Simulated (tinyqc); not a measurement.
Defect, radiative and Auger recombination at equal electron and hole densities (ABC model): one step. The efficiency peak. Three cases, with inputs chosen for the exercise.

Problem. IQE peaks at n_p = sqrt(Ae/C); with Q = B/sqrt(Ae C), IQE_max = Q/(Q + 2).

J/(e d) = Ae n + B n^2 + C n^3 with Ae = A + 4 S/w (four side walls, carriers spread evenly), e = 1.602176634e-19 C, lengths in cm; internal efficiency IQE = B n^2/(Ae n + B n^2 + C n^3); all injected carriers recombine in the layer.

Give: Ae; n_p; Q; IQE_max; J at the peak.

Case 1.

Values chosen (orders of magnitude like those quoted for Si; not measured data): A = 3600 1/s (defect rate); B = 3.8e-15 cm^3/s (radiative coefficient); C = 2.4e-30 cm^6/s (Auger coefficient); S = 0 cm/s (recombination velocity of the side walls); w = 2100 micrometre (side of the square mesa); d = 100000 nm (active thickness).

Solution.

Ae = 3600 1/s
n_p = 3.873e+16 1/cm^3
Q = 0.04088
IQE_max = 0.0200
J at the peak = 0.456 A/cm^2

Case 2.

Values chosen (orders of magnitude like those quoted for InGaAs; not measured data): A = 41000000 1/s (defect rate); B = 6.4e-11 cm^3/s (radiative coefficient); C = 6.5e-29 cm^6/s (Auger coefficient); S = 0 cm/s (recombination velocity of the side walls); w = 45 micrometre (side of the square mesa); d = 97 nm (active thickness).

Solution.

Ae = 4.100e+07 1/s
n_p = 7.942e+17 1/cm^3
Q = 1.240
IQE_max = 0.383
J at the peak = 164 A/cm^2

Case 3.

Values chosen (orders of magnitude like those quoted for GaN; not measured data): A = 45000000 1/s (defect rate); B = 1.4e-12 cm^3/s (radiative coefficient); C = 1e-31 cm^6/s (Auger coefficient); S = 0 cm/s (recombination velocity of the side walls); w = 25 micrometre (side of the square mesa); d = 5.2 nm (active thickness).

Solution.

Ae = 4.500e+07 1/s
n_p = 2.121e+19 1/cm^3
Q = 0.6600
IQE_max = 0.248
J at the peak = 212 A/cm^2

The side walls are taken as passivated.

Computed by tinyqc, one run a case: `OMP_NUM_THREADS=1 python tinyqc.py N N+1 out.jsonl` with N = 1650723, 1650889, 1650966; one thread of a shared Intel(R) Xeon(R) Processor @ 2.30GHz, about 0.01 s a run at most.
